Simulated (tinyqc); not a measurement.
Resistivity of narrow wires: free and nearly free electrons in a metal.

The cubic cell holds 4 atoms: n = 4 z/a^3, kF = (3 pi^2 n)^(1/3), EF = c kF^2/m, vF = 2 c kF/(m hbar), c = hbar^2/2m0; rs = (3/(4 pi n))^(1/3)/a0; D(EF) = 3 n/(2 EF).

Square wire of width w with grain size w: rho/rho0 = 1/(1 - 3 al/2 + 3 al^2 - 3 al^3 ln(1 + 1/al)) + (3/4) (1 - p) l/w, with al = (l/w) Rg/(1 - Rg) (Mayadas-Shatzkes plus the thick-wire form of Fuchs-Sondheimer); l = hbar kF/(n e^2 rho), e = 1.602176634e-19 C.

Constants: hbar^2/2m0 = 3.80998211 eV angstrom^2; hbar = 6.58211957e-16 eV s; a0 (Bohr radius) = 0.5291772105 angstrom.

Values chosen for the exercise (near those of Ag, whose d bands this model ignores; not measured data):
- a = 4.119 angstrom (fcc lattice constant)
- z = 1 (free electrons an atom)
- m = 1 m0 (mass)
- rho = 1.71 micro-ohm cm (bulk resistivity)
- p = 0 (specularity of the surfaces)
- Rg = 0.46 (reflection at grain boundaries)

Wires:
```
w (nm)     al  grain term (factor - 1)  surface term  rho (micro-ohm cm)
200     0.213                    0.305         0.188                2.55
100     0.426                    0.600         0.375                3.38
50      0.853                    1.179         0.751                5.01
30      1.421                    1.944         1.251                7.17
20      2.131                    2.896         1.877                9.87
14      3.045                    4.117         2.681               13.33
10      4.263                    5.743         3.753               17.95
7       6.090                    8.181         5.362               24.87
```

l = 50.04 nm

What does the comparison show, and why?

At 7 nm the resistivity is 14.54 times the bulk value; grain boundaries add more (8.18 from grains, 5.36 from surfaces). It passes twice the bulk value between 100 and 50 nm. The surface formula is meant for w above l = 50 nm, so the rows below that are rough.

tinyqc: `OMP_NUM_THREADS=1 python tinyqc.py 1651543 1651544 out.jsonl`; about 0.01 s, one thread, shared Intel(R) Xeon(R) Processor @ 2.30GHz.
